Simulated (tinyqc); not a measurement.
MP2 on RHF in the 3-21g basis, for H2, spin multiplicity 1, step by step. One step of it, computed by the program tinyqc.

Task: Second-order Moller-Plesset energy. E2 = sum_ijab (ia|jb) [2 (ia|jb) - (ib|ja)] / (e_i + e_j - e_a - e_b) over occupied i, j and virtual a, b; the opposite-spin part is (ia|jb)^2 / denominator, the rest is same-spin, and SCS-MP2 scales them by 6/5 and 1/3.

orbital energies (hartree): MO1 -0.599518, MO2 0.270607, MO3 0.908573, MO4 1.553059

Two-electron integrals over orbitals (pq|rs), unique and non-zero (hartree):
```
p,q,r,s,(pq|rs)
1,1,1,1,0.660723
2,1,2,1,0.086610
2,2,1,1,0.455010
2,2,2,2,0.409090
3,1,1,1,0.169812
3,1,2,2,0.054049
3,1,3,1,0.115839
3,2,2,1,-0.018950
3,2,3,2,0.035847
3,3,1,1,0.563753
3,3,2,2,0.407627
3,3,3,1,0.133159
3,3,3,3,0.506794
4,1,2,1,-0.079776
4,1,3,2,-0.024391
4,1,4,1,0.133465
4,2,1,1,-0.143782
4,2,2,2,-0.057419
4,2,3,1,-0.076691
4,2,3,3,-0.106439
4,2,4,2,0.070319
4,3,2,1,-0.089915
4,3,3,2,-0.004660
4,3,4,1,0.124899
4,3,4,3,0.136944
4,4,1,1,0.676079
4,4,2,2,0.467146
4,4,3,1,0.206053
4,4,3,3,0.588110
4,4,4,2,-0.170453
4,4,4,4,0.757642
```

Hartree-Fock energy = -1.12274324 hartree

Give: Terms; Pair energies; MP2 correlation energy; SCS-MP2 correlation energy; MP2 total energy.

Result:

Terms:
```
i,j,a,b,(ia|jb),(ib|ja),denominator,term
1,1,3,3,0.1158,0.1158,-3.0162,-0.0044
1,1,2,2,0.0866,0.0866,-1.7402,-0.0043
1,1,4,4,0.1335,0.1335,-4.3052,-0.0041
1,1,4,2,-0.0798,-0.0798,-3.0227,-0.0021
1,1,2,4,-0.0798,-0.0798,-3.0227,-0.0021
```

Pair energies (hartree; pair i-j sums ij and ji):
```
pair,opposite spin,same spin
1-1,-0.0171,0.0000
```

MP2 correlation energy = -0.017108 hartree

SCS-MP2 correlation energy = -0.020530 hartree

MP2 total energy = -1.139851 hartree
